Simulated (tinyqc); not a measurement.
Worked calculation: MP2 on RHF in the sto-3g basis, for BeH2, spin multiplicity 1. One step of it, computed by the program tinyqc.

Question. Second-order Moller-Plesset energy. E2 = sum_ijab (ia|jb) [2 (ia|jb) - (ib|ja)] / (e_i + e_j - e_a - e_b) over occupied i, j and virtual a, b; the opposite-spin part is (ia|jb)^2 / denominator, the rest is same-spin, and SCS-MP2 scales them by 6/5 and 1/3.

orbital energies (hartree): [-4.535297, -0.414889, -0.368084, 0.213270, 0.213577, 0.343498, 0.681377]

Two-electron integrals over orbitals (pq|rs), unique and non-zero (hartree):
```
(11|11) 2.272002    (21|11) -0.183247   (21|21) 0.023022    (22|11) 0.455785
(22|21) -0.004617   (22|22) 0.397229    (31|11) -0.034186   (31|21) 0.003291
(31|22) -0.005259   (31|31) 0.005581    (32|11) 0.002256    (32|21) -0.002593
(32|22) -0.060361   (32|31) 0.009621    (32|32) 0.135289    (33|11) 0.414768
(33|21) -0.003163   (33|22) 0.360238    (33|31) 0.003254    (33|32) 0.048866
(33|33) 0.425400    (41|11) 0.011726    (41|21) -0.001383   (41|22) 0.000736
(41|31) -0.000276   (41|32) 0.000018    (41|33) 0.000395    (41|41) 0.015785
(42|11) -0.006337   (42|21) 0.000396    (42|22) 0.002274    (42|31) 0.000062
(42|32) -0.000815   (42|33) 0.002400    (42|41) 0.014587    (42|42) 0.046189
(43|11) -0.001738   (43|21) 0.000090    (43|22) -0.001287   (43|31) -0.000030
(43|32) 0.003823    (43|33) 0.002084    (43|41) 0.002785    (43|42) 0.006244
(43|43) 0.013547    (44|11) 0.568884    (44|21) -0.007094   (44|22) 0.352328
(44|31) -0.001279   (44|32) 0.000556    (44|33) 0.331789    (44|41) -0.001526
(44|42) -0.008212   (44|43) -0.001947   (44|44) 0.450017    (51|51) 0.015743
(52|51) 0.014651    (52|52) 0.046136    (53|51) 0.002798    (53|52) 0.006250
(53|53) 0.013369    (54|51) -0.000959   (54|52) -0.002550   (54|53) -0.000525
(54|54) 0.024352    (55|11) 0.569186    (55|21) -0.007082   (55|22) 0.352441
(55|31) -0.001278   (55|32) 0.000550    (55|33) 0.331765    (55|41) 0.000385
(55|42) -0.003140   (55|43) -0.000904   (55|44) 0.401235    (55|55) 0.449859
(61|11) -0.191830   (61|21) 0.024249    (61|22) -0.006284   (61|31) 0.005138
(61|32) 0.000650    (61|33) -0.002515   (61|41) -0.000651   (61|42) 0.001127
(61|43) 0.000217    (61|44) -0.005844   (61|55) -0.005729   (61|61) 0.026207
(62|11) 0.132968    (62|21) -0.005810   (62|22) -0.020217   (62|31) -0.000480
(62|32) 0.018667    (62|33) -0.033171   (62|41) 0.001115    (62|42) -0.001443
(62|43) -0.000020   (62|44) 0.065692    (62|55) 0.066167    (62|61) -0.004965
(62|62) 0.079937    (63|11) 0.040379    (63|21) -0.001277   (63|22) 0.033494
(63|31) -0.000422   (63|32) -0.082523   (63|33) -0.041737   (63|41) 0.000225
(63|42) -0.000059   (63|43) -0.003751   (63|44) 0.020796    (63|55) 0.020921
(63|61) -0.001227   (63|62) 0.009112    (63|63) 0.091891    (64|11) 0.005966
(64|21) 0.000084    (64|22) 0.000638    (64|31) -0.000037   (64|32) -0.000397
(64|33) -0.001773   (64|41) 0.015939    (64|42) 0.044700    (64|43) 0.009611
(64|44) -0.000577   (64|55) 0.002582    (64|61) 0.000969    (64|62) 0.006659
(64|63) 0.002137    (64|64) 0.048426    (65|51) 0.016054    (65|52) 0.045218
(65|53) 0.009747    (65|54) -0.001593   (65|65) 0.048696    (66|11) 0.457304
(66|21) -0.006737   (66|22) 0.367514    (66|31) -0.000046   (66|32) 0.013320
(66|33) 0.390451    (66|41) 0.002345    (66|42) 0.006795    (66|43) 0.001936
(66|44) 0.349788    (66|55) 0.350286    (66|61) -0.006220   (66|62) -0.024087
(66|63) -0.016935   (66|64) 0.004215    (66|66) 0.393118    (71|11) -0.013545
(71|21) 0.003619    (71|22) 0.006490    (71|31) -0.008861   (71|32) -0.015980
(71|33) -0.006388   (71|41) -0.000044   (71|42) 0.000051    (71|43) 0.000154
(71|44) -0.000300   (71|55) -0.000292   (71|61) 0.000762    (71|62) -0.001071
(71|63) -0.000614   (71|64) 0.000138    (71|66) -0.002463   (71|71) 0.017916
(72|11) 0.036225    (72|21) -0.000307   (72|22) -0.016990   (72|31) -0.004553
(72|32) 0.037240    (72|33) 0.007613    (72|41) 0.000068    (72|42) -0.001569
(72|43) 0.003034    (72|44) 0.016635    (72|55) 0.016674    (72|61) -0.001553
(72|62) 0.027832    (72|63) -0.056596   (72|64) 0.000850    (72|66) -0.000676
(72|71) 0.008086    (72|72) 0.061881    (73|11) -0.146034   (73|21) 0.003955
(73|22) -0.001249   (73|31) -0.000463   (73|32) -0.002636   (73|33) 0.016664
(73|41) -0.000029   (73|42) 0.004283    (73|43) 0.001441    (73|44) -0.068894
(73|55) -0.069010   (73|61) 0.003271    (73|62) -0.073129   (73|63) -0.027617
(73|64) -0.003440   (73|66) 0.019463    (73|71) 0.002194    (73|72) -0.013712
(73|73) 0.083295    (74|11) 0.000212    (74|21) -0.000122   (74|22) -0.002844
(74|31) 0.000621    (74|32) 0.006933    (74|33) 0.002798    (74|41) 0.001250
(74|42) 0.006048    (74|43) -0.012008   (74|44) -0.000270   (74|55) 0.000015
(74|61) 0.000149    (74|62) 0.001186    (74|63) -0.004718   (74|64) 0.002441
(74|66) 0.001207    (74|71) -0.001087   (74|72) 0.001605    (74|73) -0.000189
(74|74) 0.017534    (75|51) 0.001259    (75|52) 0.006113    (75|53) -0.012214
(75|54) -0.000144   (75|65) 0.002504    (75|75) 0.017169    (76|11) -0.002089
(76|21) 0.001938    (76|22) 0.052916    (76|31) -0.009354   (76|32) -0.127271
(76|33) -0.052450   (76|41) 0.000151    (76|42) 0.001189    (76|43) -0.004488
(76|44) 0.000652    (76|55) 0.000713    (76|61) -0.001116   (76|62) -0.015094
(76|63) 0.088491    (76|64) 0.001015    (76|66) -0.017195   (76|71) 0.015816
(76|72) -0.046711   (76|73) -0.000155   (76|74) -0.006385   (76|76) 0.133313
(77|11) 0.542291    (77|21) -0.007004   (77|22) 0.405879    (77|31) -0.002521
(77|32) -0.022371   (77|33) 0.404304    (77|41) 0.000383    (77|42) 0.000689
(77|43) -0.000619   (77|44) 0.376157    (77|55) 0.376082    (77|61) -0.007513
(77|62) -0.019393   (77|63) 0.012017    (77|64) -0.001327   (77|66) 0.404603
(77|71) 0.001359    (77|72) -0.009603   (77|73) -0.005255   (77|74) -0.000967
(77|76) 0.017207    (77|77) 0.452777
```

Hartree-Fock energy = -15.50487772 hartree

Give: Terms; Pair energies; MP2 correlation energy; SCS-MP2 correlation energy; MP2 total energy.

Answer.

Terms (the 40 largest of 90):
```
i  j  a  b  (ia|jb)  (ib|ja)  denominator       term
3  3  6  6   0.0919   0.0919      -1.4232    -0.0059
2  2  6  6   0.0799   0.0799      -1.5168    -0.0042
3  2  7  6  -0.0731  -0.0566      -1.8078    -0.0036
2  3  6  7  -0.0731  -0.0566      -1.8078    -0.0036
3  3  7  7   0.0833   0.0833      -2.0989    -0.0033
2  2  7  7   0.0619   0.0619      -2.1925    -0.0017
2  2  4  4   0.0462   0.0462      -1.2563    -0.0017
2  2  5  5   0.0461   0.0461      -1.2569    -0.0017
2  3  7  6  -0.0566  -0.0731      -1.8078    -0.0013
3  2  6  7  -0.0566  -0.0731      -1.8078    -0.0013
3  3  7  6  -0.0276  -0.0276      -1.7610  -4.33e-04
3  3  6  7  -0.0276  -0.0276      -1.7610  -4.33e-04
2  2  6  7   0.0278   0.0278      -1.8547  -4.18e-04
2  2  7  6   0.0278   0.0278      -1.8547  -4.18e-04
3  3  4  4   0.0135   0.0135      -1.1627  -1.58e-04
3  3  5  5   0.0134   0.0134      -1.1633  -1.54e-04
3  2  7  7  -0.0137  -0.0137      -2.1457  -8.76e-05
2  3  7  7  -0.0137  -0.0137      -2.1457  -8.76e-05
1  1  6  6   0.0262   0.0262      -9.7576  -7.04e-05
3  2  6  6   0.0091   0.0091      -1.4700  -5.65e-05
2  3  6  6   0.0091   0.0091      -1.4700  -5.65e-05
2  1  5  5   0.0147   0.0147      -5.3773  -3.99e-05
1  2  5  5   0.0147   0.0147      -5.3773  -3.99e-05
2  1  4  4   0.0146   0.0146      -5.3767  -3.96e-05
1  2  4  4   0.0146   0.0146      -5.3767  -3.96e-05
3  2  5  5   0.0062   0.0062      -1.2101  -3.23e-05
2  3  5  5   0.0062   0.0062      -1.2101  -3.23e-05
2  3  4  4   0.0062   0.0062      -1.2095  -3.22e-05
3  2  4  4   0.0062   0.0062      -1.2095  -3.22e-05
1  1  7  7   0.0179   0.0179     -10.4333  -3.08e-05
1  1  4  4   0.0158   0.0158      -9.4971  -2.62e-05
1  1  5  5   0.0157   0.0157      -9.4977  -2.61e-05
2  3  4  7   0.0043   0.0030      -1.6776  -1.41e-05
3  2  7  4   0.0043   0.0030      -1.6776  -1.41e-05
3  3  4  6  -0.0038  -0.0038      -1.2929  -1.09e-05
3  3  6  4  -0.0038  -0.0038      -1.2929  -1.09e-05
2  1  7  7   0.0081   0.0081      -6.3129  -1.04e-05
1  2  7  7   0.0081   0.0081      -6.3129  -1.04e-05
1  2  6  6  -0.0050  -0.0050      -5.6372  -4.37e-06
2  1  6  6  -0.0050  -0.0050      -5.6372  -4.37e-06
```

Pair energies (hartree; pair i-j sums ij and ji):
```
pair  opposite spin  same spin
1-1       -1.54e-04          0
2-1       -1.91e-04  -7.80e-08
2-2         -0.0102          0
3-1       -1.17e-05  -5.11e-06
3-2         -0.0099  -3.04e-04
3-3         -0.0104     0.0000
```

MP2 correlation energy = -0.031208 hartree

SCS-MP2 correlation energy = -0.037182 hartree

MP2 total energy = -15.536086 hartree
